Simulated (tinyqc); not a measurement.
Worked calculation: Gupta-type many-body potential for a metal. Computed by tinyqc, a small Python program that keeps every step. Command: `OMP_NUM_THREADS=1 python tinyqc.py 3014491 3014492 out.jsonl gupta walk`. One thread of a shared host (Intel(R) Xeon(R) Processor @ 2.30GHz), about 0.01 s of CPU time with the checks. Intermediate numbers are printed to about 6 digits and carried at full precision; extremes and crossings named in words are read from the listed rows.

E_i = sum_j A exp(-p (r_ij/r0 - 1)) - xi rho_i^gamma, with rho_i = sum_j exp(-2 q (r_ij/r0 - 1)); gamma = 1/2 is the tight-binding second-moment form. The crystal is fcc unless stated; d is the neighbour distance and a fixed number of shells is kept.

Inputs (values chosen for the exercise, modelled on lead):

| quantity | value | unit |
|---|---|---|
| repulsion A | 0.0975 | eV |
| hopping xi | 0.885 | eV |
| decay p | 9.41 | - |
| decay q | 3.71 | - |
| reference distance r0 | 3.501 | angstrom |
| shells kept | 2 | - |
| embedding exponent gamma | 0.5 | - |

Surface: (111).

Constants: 1 eV/angstrom^3 = 160.2176634 GPa; 1 eV/angstrom^2 = 16.02176634 J/m^2.

## Equilibrium of the fcc crystal

fcc shells: d sqrt(k), k = 1..5, with 12, 6, 24, 12, 24 atoms; Omega = d^3/sqrt2. Equilibrium: dE/dd = 0; B = d^2 E''(d)/(9 Omega).

neighbour distance d = 3.47698 angstrom

lattice constant = 4.91720 angstrom

cohesive energy E_c = 1.92066 eV

bulk modulus B = 40.0753 GPa

## Shell terms at equilibrium

Repulsion and density of one neighbour in each shell, and their sums.

Shells:

| shell | count | r (angstrom) | repulsion (eV) | density |
|---|---|---|---|---|
| 1 | 12 | 3.47698 | 0.104001 | 1.05222 |
| 2 | 6 | 4.91720 | 0.002167 | 0.04971 |

repulsive energy = 1.26102 eV

density rho = 12.9249

The band term is -xi rho^gamma = -3.1817 eV; with the repulsion it gives -E_c.

## Unrelaxed vacancy

Each neighbour j of the vacancy loses one repulsive term and one density term: E_v = sum_shells count x {-repulsion - xi [(rho - density)^gamma - rho^gamma]}. (The removed atom returns to a bulk-like site, so its own energy cancels.)

vacancy energy E_v = 0.362844 eV

ratio E_v/E_c, E_c = xi rho^gamma less the repulsive energy = 0.188916

A pair potential gives E_v = E_c; here the ratio is 0.19, as the remaining bonds of the neighbours strengthen when one is lost.

## Elastic constants

Second derivatives of E/Omega at equilibrium under homogeneous strain: e_xx = h gives C11; e_xx = -e_yy = h gives 2 (C11 - C12); e_xy = e_yx = h/2 gives C44.

C11 = 45.1983 GPa

C12 = 37.5139 GPa

C44 = 11.1466 GPa

Cauchy pressure C12 - C44 = 26.3672 GPa

C12/C44 = 3.37; pair forces would give 1. The excess comes from the curvature of the embedding term.

## The (111) surface

Cut the crystal without relaxation; an atom in layer l keeps the neighbours that lie below the surface plane. Excess = E_i + E_c. Surface energy = sum of excesses over the layers, divided by the area per surface atom: (sqrt3/2) d^2 for (111), d^2 for (100), sqrt2 d^2 for (110).

Layers:

| layer | nearest neighbours | repulsion (eV) | rho | excess (eV) |
|---|---|---|---|---|
| 1 | 9 | 0.942515 | 9.61911 | 0.118378 |

excess per surface atom = 0.118378 eV

surface energy = 0.181153 J/m^2

## Three surfaces against bond counting

Bond counting with pair bonds charges E_c/12 for each missing nearest neighbour: 3, 4 and 6 per surface cell.

Surfaces:

| face | missing bonds | excess (eV) | bond counting (eV) | ratio | surface energy (J/m^2) |
|---|---|---|---|---|---|
| (111) | 3 | 0.118378 | 0.480166 | 0.246535 | 0.181153 |
| (100) | 4 | 0.162151 | 0.640221 | 0.253274 | 0.214895 |
| (110) | 6 | 0.260008 | 0.960332 | 0.270748 | 0.243656 |

The order of surface energies is (111) < (100) < (110), with (110)/(111) = 1.345 against 1.225 from counting first-neighbour bonds. The excess is 0.25 to 0.27 of the bond-counting value: atoms with fewer neighbours have stronger bonds. Further shells enter the excess but not the count. Caution: relaxation, left out here, lowers surface energies. Caution: fitted second-moment potentials usually give surface energies well below measured ones.

## Energy against coordination

Nearest neighbours only, z equal bonds relaxed to their best length: r/r0 = 1 + ln[A p z^(1 - gamma)/(2 q gamma xi)]/(p - 2 q gamma), E = z A exp(-p (r/r0 - 1)) - xi [z exp(-2 q (r/r0 - 1))]^gamma.

Relaxed bonds:

| z | r (angstrom) | E per atom (eV) | E/z (eV) |
|---|---|---|---|
| 1 | 2.71789 | -1.22923 | -1.22923 |
| 2 | 2.93075 | -1.38734 | -0.69367 |
| 3 | 3.05527 | -1.48909 | -0.49636 |
| 4 | 3.14362 | -1.56578 | -0.39144 |
| 6 | 3.26814 | -1.68062 | -0.28010 |
| 8 | 3.35649 | -1.76717 | -0.22090 |
| 9 | 3.39266 | -1.80388 | -0.20043 |
| 12 | 3.48101 | -1.89678 | -0.15807 |

Bonds lengthen from 2.718 to 3.481 angstrom between z = 1 and 12, and |E| grows as z^0.175, the exponent gamma (p - 2q)/(p - 2 q gamma) = 0.175; pair bonds would give z^1 at a fixed length.

Checks made by the program: sum of the shell terms (relative difference below 1e-10); (C11 + 2 C12)/3 against B (relative difference below 1e-10).
